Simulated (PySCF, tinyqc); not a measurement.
Worked calculation: MP2 on RHF in the sto-3g basis, for H4, spin multiplicity 1. The lowest restricted solution is unstable here: a spin-polarised one lies 0.0024 hartree lower (PySCF). One step of it, computed by the program tinyqc.

Problem. Second-order Moller-Plesset energy. E2 = sum_ijab (ia|jb) [2 (ia|jb) - (ib|ja)] / (e_i + e_j - e_a - e_b) over occupied i, j and virtual a, b; the opposite-spin part is (ia|jb)^2 / denominator, the rest is same-spin, and SCS-MP2 scales them by 6/5 and 1/3.

orbital energies (hartree): MO1 -0.505121, MO2 -0.384271, MO3 0.258422, MO4 0.530618

Two-electron integrals over orbitals (pq|rs), unique and non-zero (hartree):
```
(11|11) 0.423194    (21|21) 0.182440    (22|11) 0.401204    (22|22) 0.410257
(31|11) -0.053141   (31|22) 0.004128    (31|31) 0.111188    (32|21) 0.072834
(32|32) 0.116101    (33|11) 0.402846    (33|22) 0.405101    (33|31) -0.003018
(33|33) 0.420001    (41|21) 0.025770    (41|32) -0.079511   (41|41) 0.096779
(42|11) 0.059200    (42|22) 0.006122    (42|31) -0.108894   (42|33) 0.003394
(42|42) 0.113528    (43|21) -0.179356   (43|32) -0.075411   (43|41) -0.023997
(43|43) 0.190944    (44|11) 0.440704    (44|22) 0.419419    (44|31) -0.056867
(44|33) 0.430031    (44|42) 0.064167    (44|44) 0.477789
```

Hartree-Fock energy = -2.03164051 hartree

Give: Terms; Pair energies; MP2 correlation energy; SCS-MP2 correlation energy; MP2 total energy.

Solution.

Terms:
```
i  j  a  b  (ia|jb)  (ib|ja)  denominator     term
2  2  3  3   0.1161   0.1161      -1.2854  -0.0105
2  1  4  3  -0.1089  -0.0795      -1.6784  -0.0090
1  2  3  4  -0.1089  -0.0795      -1.6784  -0.0090
1  1  3  3   0.1112   0.1112      -1.5271  -0.0081
2  2  4  4   0.1135   0.1135      -1.8298  -0.0070
1  1  4  4   0.0968   0.0968      -2.0715  -0.0045
1  2  4  3  -0.0795  -0.1089      -1.6784  -0.0024
2  1  3  4  -0.0795  -0.1089      -1.6784  -0.0024
```

Pair energies (hartree; pair i-j sums ij and ji):
```
pair  opposite spin  same spin
1-1         -0.0126     0.0000
2-1         -0.0217    -0.0010
2-2         -0.0175     0.0000
```

MP2 correlation energy = -0.052839 hartree

SCS-MP2 correlation energy = -0.062516 hartree

MP2 total energy = -2.084480 hartree
